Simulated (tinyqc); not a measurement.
Starting guesses with plain Roothaan steps: SCF starting guesses in the sto-3g basis, for BeH2, spin multiplicity 1. Computed by the program tinyqc with PySCF. RHF with one setting changed at a time; a run stops when the energy changes by less than 1e-09 hartree and the error matrix is below 1e-5. Starts: the lowest orbitals of the core Hamiltonian, of the Wolfsberg-Helmholz matrix (K = 1.75), projected atomic densities, random orbitals, and the highest orbitals of the core Hamiltonian (a deliberately bad start).

Geometry (angstrom):

| atom | x | y | z |
|---|---|---|---|
| Be | 0.0000 | 0.0000 | 0.0000 |
| H | 0.0000 | 1.6010 | 0.0000 |
| H | 0.0000 | -1.6010 | 0.0000 |

lowest restricted solution found by these runs and by PySCF = -15.503774 hartree

Largest element of the error matrix X^T (FDS - SDF) X:

| iteration | core | Wolfsberg-Helmholz | atomic densities | random | highest core orbitals |
|---|---|---|---|---|---|
| 1 | 5.4e-01 | 1.7e-01 | 2.6e-01 | 3.8e+00 | 1.1e-01 |
| 2 | 2.4e-02 | 1.9e-02 | 1.0e-01 | 3.7e-01 | 3.2e-01 |
| 3 | 2.5e-03 | 4.6e-03 | 2.4e-02 | 5.2e-02 | 2.9e-01 |
| 4 | 6.6e-04 | 1.3e-03 | 6.7e-03 | 1.4e-02 | 3.3e-02 |
| 5 | 1.8e-04 | 3.6e-04 | 1.9e-03 | 7.1e-03 | 8.0e-03 |
| 6 | 5.2e-05 | 1.0e-04 | 5.4e-04 | 3.6e-03 | 2.2e-03 |
| 8 | 4.2e-06 | 8.3e-06 | 4.3e-05 | 9.2e-04 | 1.8e-04 |
| 10 | - | - | 3.5e-06 | 2.4e-04 | 1.4e-05 |
| 14 | - | - | - | 1.6e-05 | - |

How each run ends:

| run | iterations | E (hartree) | state |
|---|---|---|---|
| core | 8 | -15.503774 | lowest found |
| Wolfsberg-Helmholz | 9 | -15.503774 | lowest found |
| atomic densities | 10 | -15.503774 | lowest found |
| random | 15 | -15.503774 | lowest found |
| highest core orbitals | 11 | -15.503774 | lowest found |

What does the comparison show, and why?

5 of 5 runs reach the lowest restricted solution found, in 8 to 15 iterations (fastest: core). The first errors are 5e-01, 2e-01, 3e-01, 4e+00, 1e-01; the deliberately bad start has the smallest one, so a small first error does not mark a good start.
